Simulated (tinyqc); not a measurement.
From results back to parameters: thresholds of impact ionisation and Auger recombination from band masses. Two cases, with inputs chosen for the exercise.

Problem. For parabolic bands the thresholds of impact ionisation are Eg (1 + 2 mu)/(1 + mu) for electrons and Eg (2 + mu)/(1 + mu) for heavy holes, mu = me/mh. Both are given.

Find: Eg; mu.

Method. The sum is 3 Eg; mu = (E_e - Eg)/(2 Eg - E_e).

Case 1.

thresholds for electrons and holes (eV): 0.883509  1.537491

Solution.

Eg = 0.807 eV
mu = 0.1047

Case 2.

thresholds for electrons and holes (eV): 1.716083  2.882917

Solution.

Eg = 1.533 eV
mu = 0.1356

Computed by tinyqc, one run a case: `OMP_NUM_THREADS=1 python tinyqc.py N N+1 out.jsonl` with N = 1850235, 1850265; one thread of a shared Intel(R) Xeon(R) Processor @ 2.30GHz, about 0.01 s a run at most.
